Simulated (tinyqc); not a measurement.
Time-dependent dielectric breakdown: cell percolation, Weibull statistics, area scaling and voltage extrapolation: one step, computed by the program tinyqc. Command: `OMP_NUM_THREADS=1 python tinyqc.py 3014559 3014560 out.jsonl tddb walk`. One thread of a shared host (Intel(R) Xeon(R) Processor @ 2.30GHz), about 0.01 s of CPU time with the checks.

The oxide is divided into columns of area a^2, each holding m = t_ox/a cells (m is taken as continuous). A share lambda(t) = (t/t_1)^alpha of the cells is defective, and a column whose cells are all defective breaks down.

Task: A sample of breakdown times. Each device fails at t = t63 (-ln(1 - u))^(1/beta). Sort the times; median rank F_i = (i - 0.3)/(n_s + 0.4) for n_s devices; W = ln(-ln(1 - F_i)).

characteristic life t63 = 4455.603 s

uniform random numbers u: [0.0485, 0.7695, 0.6853, 0.4553, 0.8223, 0.4596, 0.8833, 0.0601, 0.3762, 0.4285, 0.7673]

Weibull slope beta = 1.283333

Give: Weibull plot.

Result:

Weibull plot:
```
i,t (s),F_i,ln t,W
1,430,0.0614,6.063,-2.759
2,510,0.1491,6.235,-1.823
3,2482,0.2368,7.817,-1.308
4,2834,0.3246,7.949,-0.935
5,3022,0.4123,8.014,-0.632
6,3052,0.5000,8.024,-0.367
7,4989,0.5877,8.515,-0.121
8,5977,0.6754,8.696,0.118
9,6008,0.7632,8.701,0.365
10,6822,0.8509,8.828,0.643
11,8085,0.9386,8.998,1.026
```

Caution: t_1 is an input here; in a real oxide it changes with thickness at fixed voltage.
